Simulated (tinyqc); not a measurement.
One share for all, or one for each: linear model of a band gap against the share of exact exchange.

E(alpha) = E0 + S alpha. A wider gap screens less, modelled in the Penn form eps(alpha) = 1 + (e0 - 1)(EP/(EP + S alpha))^2 with a scale EP chosen for the exercise. A dielectric-dependent hybrid takes alpha = 1/eps.

Errors of the gap (eV) against each target; e0, EP, S and the gaps are values chosen for the exercise.

Results:
```
case        E0 (eV)  S (eV)     e0  EP (eV)  target Et (eV)  alpha needed  error, alpha = 0  error, 0.25  error, self-consistent
like AlN       4.25    7.46   4.92     22.9            6.25         0.268             -2.00        -0.14                   -0.30
like InP       0.68    5.28  10.08     10.7            1.40         0.136             -0.72         0.60                   -0.14
like Al2O3     5.78   10.15   3.44     28.0            8.82         0.300             -3.04        -0.50                    0.42
like Si        0.62    5.16  13.10      9.2            1.18         0.109             -0.56         0.73                   -0.13
like TiO2      1.90    8.81   8.40     13.7            3.27         0.156             -1.37         0.83                   -0.15
like SiC       2.33    6.83   7.00     17.1            3.32         0.145             -0.99         0.72                    0.09
like GaP       1.58    5.56   9.74     11.8            2.38         0.144             -0.80         0.59                   -0.17
```

What does the comparison show?

Mean absolute errors: 1.35, 0.59 and 0.20 eV for alpha = 0, 0.25 and the self-consistent value. A fixed quarter overshoots for InP, Si, TiO2, SiC and GaP and falls short for AlN and Al2O3; the alpha needed runs between 0.109 and 0.300 and its correlation with 1/e0 over these cases is 0.96.

tinyqc: `OMP_NUM_THREADS=1 python tinyqc.py 1880546 1880547 out.jsonl`; about 0.01 s, one thread, shared Intel(R) Xeon(R) Processor @ 2.30GHz.
